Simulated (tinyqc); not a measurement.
Absorption edge of a degenerate semiconductor, band filling against gap narrowing: two steps of the calculation.

n-type, parabolic bands, full ionisation. eta = (EF - Ec)/kB T solves N = Nc F12(eta), F12(x) = (2/sqrt(pi)) int_0^infinity sqrt(u)/(1 + exp(u - x)) du. The gap shrinks rigidly by dEg = a3 y^(1/3) + a4 y^(1/4) + a2 y^(1/2), y = N/1e18 cm^-3, an empirical law that is here taken as the true narrowing.

Parameters, values chosen for the exercise; band and dielectric values close to those of indium phosphide:
```
symbol,value,unit,meaning
T,400,K,temperature
Eg,1.33,eV,band gap
Nc,8.68e17,cm^-3,"conduction-band density of states at 400 K, from me"
me,0.0796,m0,electron mass
mh,0.599,m0,hole mass
N,3e19,cm^-3,ionised donor density
a3,14.8,meV,coefficient of (N/1e18)^(1/3)
a4,11.7,meV,coefficient of (N/1e18)^(1/4)
a2,1.4,meV,coefficient of (N/1e18)^(1/2)
```

Constants: q = 1.602176634e-19 C, kB = 1.380649e-23 J/K, h = 6.62607015e-34 J s, c = 299792458 m/s, Vt = kB T/q. Results are converted to the units shown.

Problem 1. Fermi level. Newton step on ln F12(eta) = ln(N/Nc): eta(new) = eta - ln(Nc F12/N) F12/Fm, Fm(x) = dF12/dx = (1/sqrt(pi)) int_0^infinity u^(-1/2)/(1 + exp(u - x)) du.

eta at the start (Boltzmann value) = 3.5428

Give: F12; Fm; eta after iteration 1.

Solution 1.

F12 = 5.545
Fm = 2.040
eta after iteration 1 = 8.516

Problem 2. The optical edge. Vertical transitions need an empty final state: the edge is taken where the state lies 4 kB T below EF, E_opt = Eg - dEg + (1 + me/mh) max(eta - 4, 0) kB T; wavelength h c/(q E_opt).

converged eta = 12.763263

Find: dEg; EF - Ec; filling shift; E_opt; wavelength.

Solution 2.

dEg = 81.037 meV
EF - Ec = 439.94 meV
filling shift = 342.20 meV
E_opt = 1.5912 eV
wavelength = 779.20 nm

The edge lies 261 meV above the undoped gap: filling outweighs narrowing.

Range of the model: Band tails, non-parabolic bands and incomplete ionisation are left out.

tinyqc, about 0.01 s, one thread, Intel Xeon 2.30GHz (shared host): `OMP_NUM_THREADS=1 python tinyqc.py 2330116 2330117 out.jsonl`
